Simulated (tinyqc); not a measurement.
Comparisons within one model: free and nearly free electrons in a metal. A value that a table varies takes the place of the one given here.

The cubic cell holds 4 atoms: n = 4 z/a^3, kF = (3 pi^2 n)^(1/3), EF = c kF^2/m, vF = 2 c kF/(m hbar), c = hbar^2/2m0; rs = (3/(4 pi n))^(1/3)/a0; D(EF) = 3 n/(2 EF).

Square wire of width w with grain size w: rho/rho0 = 1/(1 - 3 al/2 + 3 al^2 - 3 al^3 ln(1 + 1/al)) + (3/4) (1 - p) l/w, with al = (l/w) Rg/(1 - Rg) (Mayadas-Shatzkes plus the thick-wire form of Fuchs-Sondheimer); l = hbar kF/(n e^2 rho), e = 1.602176634e-19 C.

Constants: hbar^2/2m0 = 3.80998211 eV angstrom^2; hbar = 6.58211957e-16 eV s; a0 (Bohr radius) = 0.5291772105 angstrom.

Parameters, chosen for this exercise (near those of Al; the results hold for these values, not for the real material):
```
symbol  value  unit          meaning
a       4.058  angstrom      fcc lattice constant
z       3                    free electrons an atom
m       1      m0            mass
rho     2.98   micro-ohm cm  bulk resistivity
p       0                    specularity of the surfaces
Rg      0.49                 reflection at grain boundaries
w       10     nm            wire width
```

## Resistivity of narrow wires

Wires:
```
w (nm)     al  grain term (factor - 1)  surface term  rho (micro-ohm cm)
200     0.064                    0.095         0.050                3.41
100     0.129                    0.187         0.100                3.84
50      0.257                    0.367         0.201                4.67
30      0.429                    0.604         0.335                5.78
20      0.644                    0.896         0.502                7.15
14      0.920                    1.269         0.718                8.90
10      1.287                    1.764         1.005               11.23
7       1.839                    2.504         1.436               14.72
```

l = 13.40 nm

What can be read from the table?

At 7 nm the resistivity is 4.94 times the bulk value; grain boundaries add more (2.50 from grains, 1.44 from surfaces). It passes twice the bulk value between 30 and 20 nm. The surface formula is meant for w above l = 13 nm, so the rows below that are rough.

## What sets the wire resistivity

All results formed anew. Each row changes one parameter from the base and keeps the others.

Results:
```
case                      EF (eV)  l (nm)  wire rho (micro-ohm cm)
base                       11.606   13.40                   11.233
a = 4.18 angstrom          10.939   14.22                   11.730
m = 1.2 m0                  9.672   13.40                   11.233
rho = 3.576 micro-ohm cm   11.606   11.17                   11.848
p = 0.3                    11.606   13.40                   10.334
Rg = 0.343                 11.606   13.40                    8.871
w = 7 nm                   11.606   13.40                   14.721
```

What can be read from the table?

The largest shifts from the base row, up to three for each result and ties (the steps differ in size, so this ranks the rows, not the parameters). EF (eV): m -1.934, a -0.668; unchanged at the printed digits by rho, p, Rg and w. l (nm): rho -2.23, a +0.82; unchanged at the printed digits by m, p, Rg and w. wire rho (micro-ohm cm): w +3.488, Rg -2.362, p -0.898; unchanged at the printed digits by m. The mass drops out of l at given rho, because vF falls and tau rises by the same factor.

Computed by tinyqc, a small Python program: `OMP_NUM_THREADS=1 python tinyqc.py 1681459 1681460 out.jsonl` (the numbers bound the seed that draws the inputs); one thread of a shared host (Intel(R) Xeon(R) Processor @ 2.30GHz), about 0.01 s for the whole set of steps.
